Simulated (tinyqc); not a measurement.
What a measurement delay does to the time exponent: bias-temperature instability from a Gaussian distribution of capture and emission barriers. Computed by tinyqc, a small Python program. Command: `OMP_NUM_THREADS=1 python tinyqc.py 3007105 3007106 out.jsonl bti walk`. One thread of a shared host (Intel(R) Xeon(R) Processor @ 2.30GHz), about 0.01 s of CPU time with the checks.

Each trap has a capture time tau_0 exp(E_c/(k_B T)) under stress and an emission time tau_0 exp(E_e/(k_B T)) after it. E_c is Gaussian, and E_e = E_c + d with d Gaussian and independent. A trap counts as filled once t_s exceeds its capture time and as emptied once t_r exceeds its emission time.

Inputs (values chosen for the exercise, for a model p-channel transistor): shift with all traps filled V_max = 220 mV; mean capture barrier at zero field mu_c = 1.91 eV; spread of capture barriers sigma_c = 0.26 eV; lowering of mu_c per field k_F = 0.061 eV/(MV/cm); oxide field F = 6.9 MV/cm; mean of E_e - E_c at the stress field, delta = -0.15 eV; spread of E_e - E_c, sigma_d = 0.25 eV; time constant tau_0 = 1e-09 s; temperature T = 105 C; stress time t_s = 10000 s.

Constants: k_B = 8.617333262e-05 eV/K.

Method:
- Demarcation energies E_s = k_B T ln(t_s/tau_0), E_r = k_B T ln(t_r/tau_0); mean barrier mu = mu_c - k_F F; z = (E_s - mu)/sigma_c; Phi is the standard normal distribution.
- Temperatures in kelvin are T(C) + 273.15.
- Shift without recovery dV0 = V_max Phi(z); local time exponent n = d ln dV0/d ln t_s = (k_B T/sigma_c) exp(-z^2/2)/(sqrt(2 pi) Phi(z)); apparent activation energy n E_s.
- Remaining shift dV = V_max int_(-infinity)^(E_s) g(E_c) [1 - Phi((E_r - E_c - delta)/sigma_d)] dE_c, g the Gaussian density of E_c (Gauss-Legendre, 120 points over 7 sigma_c below E_s).
- Columns: no delay, and delays of 1 us, 1 ms and 1 s.

mean barrier mu = 1.4891 eV

Shift (mV):
```
t_s (s)   no delay    1 us    1 ms         1 s
1.00e+00     0.192   0.156   0.098  3.7752e-02
1.00e+01     0.494   0.432   0.303  1.3873e-01
1.00e+02     1.175   1.081   0.833  4.4414e-01
1.00e+03     2.592   2.462   2.046  1.2461e+00
1.00e+04     5.301   5.139   4.521  3.0851e+00
1.00e+05    10.075   9.887   9.062  6.7926e+00
1.00e+06    17.817  17.612  16.608  1.3411e+01
1.00e+07    29.375  29.161  28.026  2.3956e+01
```

What does the comparison show, and why?

Between 10 and 1000 s the apparent exponent is 0.360 without delay, 0.378 at 1 us, 0.415 at 1 ms and 0.477 at 1 s: a slow measurement loses more of a short stress than of a long one, which steepens the curve. Without delay the exponent falls from 0.410 to 0.217 over the table, so the growth is not a true power law. Caution: step-function filling and one Gaussian population are simplifications; real devices show several populations.
